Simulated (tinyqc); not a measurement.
## Slope factor and drain-induced lowering from three currents

Problem. With source and body at 0 V, I = A exp((Vg + dd Vd)/(nf Vt)) (1 - exp(-Vd/Vt)). Find nf, the swing nf Vt ln 10 and dd.

Parameters, values chosen for the exercise: temperature T = 378 K.

Constants: q = 1.602176634e-19 C, kB = 1.380649e-23 J/K, Vt = kB T/q. Results are converted to the units shown.

currents at (Vg, Vd) = (0, 0.05), (0, 0.8) and (0.09, 0.8) V (nA/um): 0.0066953872  0.060059241  0.62443068

Solution. The pair at equal Vd gives nf; the pair at equal Vg, after dividing out the factors 1 - exp(-Vd/Vt), gives dd.

nf = 1.18
swing = 88.5 mV/decade
dd = 0.100

Computed by the program tinyqc: `OMP_NUM_THREADS=1 python tinyqc.py 2242165 2242166 out.jsonl`, one thread of a shared Intel Xeon 2.30GHz, about 0.04 s for the whole run.
